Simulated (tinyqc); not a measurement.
Nudged elastic band on a two-dimensional model surface: one step, computed by the program tinyqc. Command: `OMP_NUM_THREADS=1 python tinyqc.py 3024596 3024597 out.jsonl neb walk`. One thread of a shared host (Intel(R) Xeon(R) Processor @ 2.30GHz), about 0.3 s of CPU time with the checks.

V(x, y) = h u^2 + t x + (kappa/2)(y + c u)^2 with u = x^2/w^2 - 1; the path runs from the minimum near (-w, 0) to that near (w, 0).

Problem. Iteration 2. Tangent at image i: towards the higher neighbour if the energies rise or fall through i; at a maximum or minimum, tau = t+ dmax + t- dmin if V(i+1) > V(i-1), else t+ dmin + t- dmax, with t+ = R(i+1) - R(i), t- = R(i) - R(i-1) and dmax, dmin the larger and smaller of |V(i+1) - V(i)| and |V(i-1) - V(i)|; then normalise. Force F = -grad V + (grad V.tau) tau + k_s (|t+| - |t-|) tau. Update R(new) = R + eta F; the end points stay fixed.

Inputs (values chosen for the exercise, for a model surface):
```
quantity                    value           unit
height h                      1.4             eV
half width w                  1.5       angstrom
transverse stiffness kappa    3.4  eV/angstrom^2
curvature c                  0.52       angstrom
tilt t                       0.23    eV/angstrom
spring constant k_s           1.9  eV/angstrom^2
step factor eta             0.056  angstrom^2/eV
```

Surface: curved double well. Climbing image: off.

images after iteration 1 (angstrom):
```
                 x         y
image 1  -1.117359  0.028688
image 2  -0.690097  0.070234
image 3  -0.262461  0.094351
image 4   0.165531  0.101868
image 5   0.593861  0.093613
image 6   1.022511  0.070416
```

positions (angstrom):
```
                x          y
start   -1.544230  -0.031118
end      1.451464   0.033107
saddle   0.092766   0.518011
```

Give: unit tangents; forces; images after iteration 2.

Solution.

unit tangents:
```
              x        y
image 1  0.9953   0.0968
image 2  0.9984   0.0563
image 3  0.9998   0.0176
image 4  1.0000   0.0066
image 5  0.9998  -0.0193
image 6  0.9985  -0.0540
```

forces (eV/angstrom):
```
              x      y
image 1  -0.087  0.858
image 2  -0.073  1.261
image 3  -0.025  1.411
image 4  -0.009  1.398
image 5   0.025  1.198
image 6   0.045  0.784
```

images after iteration 2 (angstrom):
```
              x      y
image 1  -1.122  0.077
image 2  -0.694  0.141
image 3  -0.264  0.173
image 4   0.165  0.180
image 5   0.595  0.161
image 6   1.025  0.114
```
